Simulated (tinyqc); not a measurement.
# Programming of a floating-gate cell by Fowler-Nordheim tunnelling: what changes with what

Per tunnel area the floating gate has Ctun = 3.9 eps0/tox to the channel (0 V) and Ccg to the control gate, Ct = Ctun/(1 - ag), no other coupling. With the threshold shift U = -Q/Ccg the field is F = ag (Vg - U)/tox, and dU/dt = J/Ccg. Fowler-Nordheim: J = A F^2 exp(-B/F), A = q^2/(16 pi^2 hbar mo phi) (times 1e14 for A/cm^2 with F in V/nm, emitter mass m0), B = (4/3) sqrt(mo/C) phi^1.5, C = hbar^2/(2 m0).

Inputs (values chosen for the exercise); oxide values close to those of silicon dioxide:
```
symbol  value  unit                       meaning
phi      3.15    eV                tunnel barrier
mo       0.47    m0               tunnelling mass
tox       8.3    nm        tunnel oxide thickness
ag       0.67               coupling ratio Ccg/Ct
Vt0      -0.4     V  threshold shift at the start
Vg         16     V          control-gate voltage
```

Constants: q = 1.602176634e-19 C, hbar = 1.054571817e-34 J s, m0 = 9.1093837015e-31 kg, eps0 = 8.8541878128e-14 F/cm where lengths are in cm, hbar^2/(2 m0) = 0.0380998212 eV nm^2. Results are converted to the units shown.

Each table varies one quantity; the others keep the values above.

## Programming by a staircase of pulses

Pulse i = 1, 2, ... has the height 14.5 V + (i - 1) 0.4 V and lasts 3.6 us; each starts from the U that the last one left. Exact: exp(B/F(t)) = exp(B/F(0)) + K t, K = A B ag/(Ccg tox), and U = Vg - tox F/ag.

Programming by a staircase of pulses:
```
N   last pulse (V)     U (V)  gain of the last pulse (V)  F at its end (V/nm)
1           14.500  -0.20729                     0.19271               1.1872
2           14.900  0.047354                     0.25464               1.1989
3           15.300   0.35357                     0.30621               1.2065
4           15.700   0.69680                     0.34323               1.2111
6           16.500    1.4453                     0.38143               1.2153
8           17.300    2.2293                     0.39433               1.2165
11          18.500    3.4236                     0.39907               1.2170
14          19.700    4.6227                     0.39985               1.2171
18          21.300    6.2225                     0.39999               1.2171
```

The gain of a pulse rises from 0.193 to 0.400 V and settles at the step of 0.4 V: the field at the end of a pulse becomes steady, 1.22 V/nm, so U follows the gate one to one whatever it started from. It is within 5 % of the step from pulse 6 on among the rows. In every row the field stays above 10 MV/cm, which wears the oxide.

## Threshold shift against time

Same model as above.

Result of one run:
```
t (s)   F (V/nm)  J (A/cm^2)  U (V)  dU/dlog10 t (V)
0.0034    0.9517    1.064e-4  4.210           0.9864
```

What becomes of these results when the time t is changed from 0.0034 to 0.15 s, all else the same?

Result of the changed run:
```
t (s)  F (V/nm)  J (A/cm^2)  U (V)  dU/dlog10 t (V)
0.15     0.8366    1.865e-6  5.637           0.7625
```

The whole series:
```
t (s)    F (V/nm)  J (A/cm^2)    U (V)  dU/dlog10 t (V)
4.1e-8      1.322      0.4564  -0.3775          0.05101
2.7e-7      1.313      0.3915  -0.2630           0.2881
1.8e-6      1.273      0.1968   0.2317           0.9659
1.2e-5      1.191     0.04204    1.244            1.375
7.8e-5      1.102    0.006108    2.346            1.299
0.00051     1.022    8.163e-4    3.338            1.135
0.0034     0.9517    1.064e-4    4.210           0.9864
0.022      0.8912    1.443e-5    4.960           0.8653
0.15       0.8366    1.865e-6    5.637           0.7625
```

U rises from -0.378 to 5.64 V, while J falls by 5.39 decades, at the end as t^(-1.07). Well past t0 = 1.49e-6 s the stored charge chokes the field and U gains only 0.762 V a decade. In every row the starting field exceeds 12 MV/cm, where the oxide would wear out or break down quickly.

Range of the model: Programming fields of 10 MV/cm and more wear the oxide; trapping and the channel potential are ignored.

Numbers from tinyqc (`OMP_NUM_THREADS=1 python tinyqc.py 2130103 2130104 out.jsonl`; about 0.02 s on one thread of a shared Intel Xeon 2.30GHz).
